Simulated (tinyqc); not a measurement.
# One-dimensional ballistic tunnel FET, two-band WKB: what changes with what

A p-type source for x < 0 with its Fermi level at 0 and its valence edge at ds; in the channel the bands fall as D exp(-x/lam) towards their flat values, with the conduction edge at Ec = ds - dP and D = dP + Eg. The gate moves dP one to one. The drain Fermi level lies at -Vd and the drain side reflects nothing. For w = E - Ec between 0 and dP an electron crosses the gap. Two-band dispersion with equal masses m: inside the gap kappa = sqrt(m u (1 - u/Eg)/C), u the distance from a band edge, C = hbar^2/(2 m0).

Values chosen for this exercise; band and dielectric values close to those of indium arsenide: temperature T = 200 K; band gap Eg = 0.355 eV; band-edge mass of the two-band model m = 0.024 m0; screening length of the source junction lam = 3 nm; source valence edge above the source Fermi level ds = 0.17 eV; drain bias Vd = 0.2 V; number of degenerate subbands (spin apart) g = 1; tunnelling window Ev(source) - Ec(channel) dP = 0.13 eV.

Constants: q = 1.602176634e-19 C, kB = 1.380649e-23 J/K, hbar = 1.054571817e-34 J s, h = 6.62607015e-34 J s, m0 = 9.1093837015e-31 kg, Vt = kB T/q, hbar^2/(2 m0) = 0.0380998212 eV nm^2. Results are converted to the units shown.

Each table varies one quantity; the others keep the values above.

## Effect of the screening length

S(w) = 2 lam int_0^Eg kappa(u) du/(w + Eg - u) = 2 pi lam sqrt(m/(C Eg)) [w + Eg/2 - sqrt(w (w + Eg))], T(w) = exp(-S). I = g (2 q^2/h) int_0^dP T(w) [f(E) - f(E + Vd)] dw, E = ds - dP + w, f(x) = 1/(1 + exp(x/Vt)). Swing = d(dP)/d(log10 I).

Effect of the screening length:

| lam (nm) | T(w = dP) | I (uA) | swing (mV/decade) |
|---|---|---|---|
| 1 | 0.6237 | 0.04574 | 41.32 |
| 2.3 | 0.3376 | 0.01309 | 41.01 |
| 3.6 | 0.1828 | 0.003986 | 40.71 |
| 4.9 | 0.09895 | 0.001287 | 40.41 |
| 6.1 | 0.05616 | 4.750e-4 | 40.12 |
| 7.4 | 0.03040 | 1.691e-4 | 39.80 |
| 8.7 | 0.01646 | 6.289e-5 | 39.45 |
| 10 | 0.008909 | 2.430e-5 | 39.07 |

What does the comparison show?

I falls from 0.0457 to 2.43e-5 uA, on average 0.364 decades a nanometre; S is proportional to lam, and at w = dP it gives 0.205. The swing falls from 41.3 to 39.1 mV/decade. In 3 of the 8 rows S at w = dP is below 2, where a WKB prefactor of 1 is a rough guess.

## Effect of the band gap with the mass tied to it

Same model as above.

The mass follows the gap, m = 0.024 Eg/0.355 eV.

Results:

| Eg (eV) | T(w = dP) | I (uA) | swing (mV/decade) |
|---|---|---|---|
| 0.2 | 0.5630 | 0.02856 | 41.11 |
| 0.37 | 0.2214 | 0.005942 | 40.83 |
| 0.71 | 0.02064 | 2.143e-4 | 40.33 |
| 0.89 | 0.005019 | 3.521e-5 | 40.08 |
| 1.06 | 0.001236 | 6.279e-6 | 39.83 |
| 1.23 | 2.892e-4 | 1.105e-6 | 39.56 |
| 1.4 | 6.492e-5 | 1.924e-7 | 39.28 |

Estimate the missing row, Eg = 0.54 eV.

Computed row:

| Eg (eV) | T(w = dP) | I (uA) | swing (mV/decade) |
|---|---|---|---|
| 0.54 | 0.07184 | 0.001151 | 40.58 |

With this row back in the table: T(w = dP) falls from 0.563 to 6.49e-5 and I falls from 0.0286 to 1.92e-7 uA; the swing falls from 41.1 to 39.3 mV/decade. With m/Eg fixed, S depends on the gap only through w + Eg/2 - sqrt(w (w + Eg)). For Eg = 0.2, 0.37 S at w = dP is below 2, where a WKB prefactor of 1 is a rough guess.

## Transfer curve and swing

Same model as above.

Transfer curve and swing:

| dP (eV) | T(w = dP) | I (uA) | swing (mV/decade) |
|---|---|---|---|
| 0.0094 | 0.03982 | 1.371e-6 | 13.15 |
| 0.014 | 0.04960 | 2.736e-6 | 17.57 |
| 0.021 | 0.06374 | 6.065e-6 | 22.94 |
| 0.03 | 0.08114 | 1.364e-5 | 28.08 |
| 0.045 | 0.1088 | 4.154e-5 | 33.58 |
| 0.066 | 0.1454 | 1.609e-4 | 37.37 |
| 0.097 | 0.1950 | 0.001025 | 39.36 |
| 0.14 | 0.2561 | 0.01196 | 41.82 |
| 0.21 | 0.3393 | 0.2557 | 77.33 |
| 0.31 | 0.4316 | 1.647 | 193.9 |

What does the table show?

I rises from 1.37e-6 to 1.65 uA and the swing rises from 13.1 to 194 mV/decade. The thermionic limit is Vt ln 10 = 39.7 mV/decade; the swing stays under it up to dP = 0.097 eV among the rows, where I is 0.00102 uA, 0.062 % of the last row. Leakage below the onset is not in the model. In 5 of the 10 rows S at w = dP is below 2, where a WKB prefactor of 1 is a rough guess.

Computed by the program tinyqc: `OMP_NUM_THREADS=1 python tinyqc.py 2620039 2620040 out.jsonl`, one thread of a shared Intel Xeon 2.30GHz, about 0.01 s for the whole run.
